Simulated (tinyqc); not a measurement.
The diagram with and without ligand: potential-pH (Pourbaix) lines of a metal, its cation, its oxide and an oxyanion, with a complexing ligand. Computed by tinyqc, a small Python program. Command: `OMP_NUM_THREADS=1 python tinyqc.py 3002209 3002210 out.jsonl pourb walk`. One thread of a shared host (Intel(R) Xeon(R) Processor @ 2.30GHz), about 0.01 s of CPU time with the checks.

Potentials are against the standard hydrogen electrode; solids and water have unit activity; dG_f of M, H+ and the electron is zero; F = e N_A and s = R T ln(10)/F. The cation carries z = 3.

Inputs (values chosen for the exercise, modelled on aluminium):
```
quantity,value,unit
dG_f of the cation,-479.3,kJ/mol
dG_f of the oxide,-1580.2,kJ/mol
dG_f of the oxyanion,-826.06,kJ/mol
dG_f of water,-237.14,kJ/mol
temperature T,298.15,K
log10 of the dissolved activity a,-6,-
log10 of the stability constant beta of ML,3.3,-
pKa of HL,9.7,-
total ligand c_L,0.17,mol/L
```

Species: M, M3+, M2O3, MO2(-).

Constants: R = 8.314462618 J/(mol K); e = 1.602176634e-19 C; N_A = 6.02214076e+23 1/mol.

Method. M3+ + 3e = M; (1/2) M2O3 + 3H+ + 3e = M + (3/2) H2O; MO2(-) + 4H+ + 3e = M + 2H2O. For each, E0 = -dG/(z F), and E = E0 + (s/z) log10 a - (s n_H/z) pH, with no activity term for the oxide. The free ligand is c_L/(1 + 10^(pKa - pH)) (ligand in excess); dissolved metal is a in all, so the free cation is a/alpha, alpha = 1 + beta [L]; the cation line drops by (s/z) log10 alpha.

E0 (V): cation -1.65586, oxide -1.50071, oxyanion -1.21531

s = 0.0591593 V

Lines against the metal (V); the species with the lowest line is stable above it:
```
pH,cation,oxide,oxyanion,stable above,cation with ligand,"stable above, ligand"
0,-1.7742,-1.5007,-1.3336,cation,-1.7742,dissolved
2,-1.7742,-1.6190,-1.4914,cation,-1.7742,dissolved
4,-1.7742,-1.7373,-1.6491,cation,-1.7742,dissolved
5,-1.7742,-1.7965,-1.7280,oxide,-1.7742,oxide
6,-1.7742,-1.8557,-1.8069,oxide,-1.7747,oxide
7,-1.7742,-1.9148,-1.8858,oxide,-1.7786,oxide
8,-1.7742,-1.9740,-1.9647,oxide,-1.7916,oxide
9,-1.7742,-2.0331,-2.0435,oxyanion,-1.8089,oxyanion
10,-1.7742,-2.0923,-2.1224,oxyanion,-1.8206,oxyanion
12,-1.7742,-2.2106,-2.2802,oxyanion,-1.8241,oxyanion
14,-1.7742,-2.3289,-2.4379,oxyanion,-1.8241,oxyanion
```

Without ligand the oxide holds 4 of the eleven rows (pH 5 to 8), with it 4 (pH 5, 6, 7, 8). The ligand acts once beta [L] exceeds 1, from pH = pKa - log10(beta c_L) = 7.2 on; its line then falls by at most s/z per pH unit and flattens beyond pKa, 0.050 V below the free cation at most. The oxide line falls faster, by s per pH unit.

Extremes, crossings and ranges named in words are read from the listed rows.
